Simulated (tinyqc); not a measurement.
From a target to a composition: virtual-crystal alloy in the empirical-pseudopotential method. Four cases, with inputs chosen for the exercise.

Problem. The gap from the valence top to the fifth band at L = (1/2,1/2,1/2) is given; it is monotonic in x. Find x.

Empirical pseudopotential on the fcc lattice, atoms at +/- tau, tau = a (1,1,1)/8, no spin-orbit coupling. H(G,G') = c (2 pi/a)^2 |k + G|^2 delta + VS(q) cos(q.tau) + i VA(q) sin(q.tau), q = G - G', c = hbar^2/2m0; k and G in units of 2 pi/a; VS at |q|^2 = 3, 8, 11 and VA at 3, 4, 11, in rydberg, zero elsewhere. At each k the basis holds all G with |k + G|^2 up to 16; energies are counted from the fourth level at Gamma.

Virtual crystal A(1-x)B(x): a = (1 - x) a_A + x a_B. Rule linear: V = (1 - x) V_A + x V_B. Rule volume: V = [(1 - x) a_A^3 V_A + x a_B^3 V_B]/a^3, since a form factor is an atomic potential divided by the cell volume.

Constants: hbar^2/2m0 = 3.80998211 eV angstrom^2; Ry = 13.60569312 eV.

Case 1.

Values chosen (classic local form factors of the size used for Si (A) and Ge (B), which place X and L only to a few tenths of an eV; the results hold for these values, not for the real material): a = (5.439, 5.657) angstrom (lattice constants of A, B); VSA = (-0.213, 0.04, 0.078) Ry (symmetric form factors of A); VAA = (0, 0, 0) Ry (antisymmetric form factors of A); VSB = (-0.232, 0.009, 0.06) Ry (symmetric form factors of B); VAB = (0, 0, 0) Ry (antisymmetric form factors of B); rule = volume (mixing rule).

gap to L = 1.48864 eV

Case 2.

Values chosen (classic local form factors of the size used for Si (A) and Ge (B), which place X and L only to a few tenths of an eV; the results hold for these values, not for the real material): a = (5.432, 5.663) angstrom (lattice constants of A, B); VSA = (-0.213, 0.041, 0.082) Ry (symmetric form factors of A); VAA = (0, 0, 0) Ry (antisymmetric form factors of A); VSB = (-0.226, 0.009, 0.059) Ry (symmetric form factors of B); VAB = (0, 0, 0) Ry (antisymmetric form factors of B); rule = linear (mixing rule).

gap to L = 1.72954 eV

Case 3.

Values chosen (classic local form factors of the size used for Si (A) and Ge (B), which place X and L only to a few tenths of an eV; the results hold for these values, not for the real material): a = (5.438, 5.664) angstrom (lattice constants of A, B); VSA = (-0.212, 0.04, 0.08) Ry (symmetric form factors of A); VAA = (0, 0, 0) Ry (antisymmetric form factors of A); VSB = (-0.229, 0.009, 0.059) Ry (symmetric form factors of B); VAB = (0, 0, 0) Ry (antisymmetric form factors of B); rule = linear (mixing rule).

gap to L = 1.16322 eV

Case 4.

Values chosen (classic local form factors of the size used for Si (A) and Ge (B), which place X and L only to a few tenths of an eV; the results hold for these values, not for the real material): a = (5.434, 5.656) angstrom (lattice constants of A, B); VSA = (-0.214, 0.041, 0.081) Ry (symmetric form factors of A); VAA = (0, 0, 0) Ry (antisymmetric form factors of A); VSB = (-0.232, 0.009, 0.059) Ry (symmetric form factors of B); VAB = (0, 0, 0) Ry (antisymmetric form factors of B); rule = volume (mixing rule).

gap to L = 1.65983 eV

Find: x; a.

Solution.

Case 1.

x = 0.35
a = 5.515 angstrom

Bisect on x between the ends, where the gap to L is 1.805 and 0.925 eV; a straight line between them would give x = 0.36.

Case 2.

x = 0.21
a = 5.481 angstrom

Bisect on x between the ends, where the gap to L is 1.943 and 0.836 eV; a straight line between them would give x = 0.19.

Case 3.

x = 0.72
a = 5.601 angstrom

Bisect on x between the ends, where the gap to L is 1.856 and 0.867 eV; a straight line between them would give x = 0.70.

Case 4.

x = 0.25
a = 5.489 angstrom

Bisect on x between the ends, where the gap to L is 1.924 and 0.886 eV; a straight line between them would give x = 0.25.

Computed by tinyqc, one run a case: `OMP_NUM_THREADS=1 python tinyqc.py N N+1 out.jsonl` with N = 1080831, 1081033, 1081044, 1081077; one thread of a shared Intel(R) Xeon(R) Processor @ 2.30GHz, about 0.3 s a run at most.
